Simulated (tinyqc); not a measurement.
First phase against the interface composition: thermodynamics of metal silicides: hull, first phase, silicon consumed, nucleation and stability against SiO2. Computed by tinyqc, a small Python program. Command: `OMP_NUM_THREADS=1 python tinyqc.py 3027001 3027002 out.jsonl silphase walk`. One thread of a shared host (Intel(R) Xeon(R) Processor @ 2.30GHz), about 0.01 s of CPU time with the checks.

Entropies of formation of the solids are neglected, so heats stand for free energies. Si fractions: M2Si 0.3333, MSi 0.5000, MSi2 0.6667.

Inputs (values chosen for the exercise, for a model metal): heat of formation of M2Si = -38.8 kJ/mol atoms; heat of formation of MSi = -43.1 kJ/mol atoms; heat of formation of MSi2 = -29.7 kJ/mol atoms.

Phases: M2Si, MSi, MSi2.

Method. Effective heat of formation: at the interface the mixture has the Si fraction x_e; the limiting element scales the heat, H_eff = H x_e/x if x_e < x, H (1 - x_e)/(1 - x) otherwise. The rule names the most negative as the first phase; its restriction to congruently melting phases is left out here.

H_eff (kJ/mol atoms):
```
x_e      M2Si      MSi     MSi2  first phase
0.10  -11.640   -8.620   -4.455         M2Si
0.20  -23.280  -17.240   -8.910         M2Si
0.30  -34.920  -25.860  -13.365         M2Si
0.36  -37.248  -31.032  -16.038         M2Si
0.42  -33.756  -36.204  -18.711          MSi
0.48  -30.264  -41.376  -21.384          MSi
0.54  -26.772  -39.652  -24.057          MSi
0.60  -23.280  -34.480  -26.730          MSi
0.66  -19.788  -29.308  -29.403         MSi2
0.75  -14.550  -21.550  -22.275         MSi2
```

What follows from these numbers?

Each phase is a triangle with its apex at its own composition. In order of x_e the first phase is M2Si, then MSi, then MSi2. On either side of all three the ranking is that of H/x (Si-poor) or H/(1 - x) (Si-rich).
